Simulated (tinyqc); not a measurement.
Diffusion-limited precipitation (Ham) of oxygen in silicon, with curvature and internal gettering: one step, computed by the program tinyqc.

N equal spheres grow from a supersaturated solution; each draws the steady flux of an isolated sphere, and the matrix concentration C falls as they grow.

Task: Gettering of a fast metal. The precipitates act as perfect sinks: tau_g = 1/(4 pi N r D_m) with r after the time t, D_m = prefactor x exp(-energy/(k_B T_g)); mean spacing N^(-1/3). Temperatures in kelvin are T(C) + 273.15.

Inputs (values chosen for the exercise, modelled on interstitial oxygen and iron in Czochralski silicon): precipitate density N = 5.7e+11 1/cm^3; temperature T = 1050 C; metal diffusion prefactor = 0.00091 cm^2/s; metal diffusion energy = 0.68 eV; gettering temperature T_g = 400 C.

radius r = 20.85572 nm

Constants: k_B = 8.617333262e-05 eV/K.

Give: metal diffusivity D_m; gettering time tau_g; mean spacing.

Result:

metal diffusivity D_m = 7.3787e-09 cm^2/s

gettering time tau_g = 9.0722 s

mean spacing = 1.2061 um

Caution: one size class, no nucleation, no strain and no self-interstitials: real distributions coarsen, and the sinks work only while the metal is supersaturated.
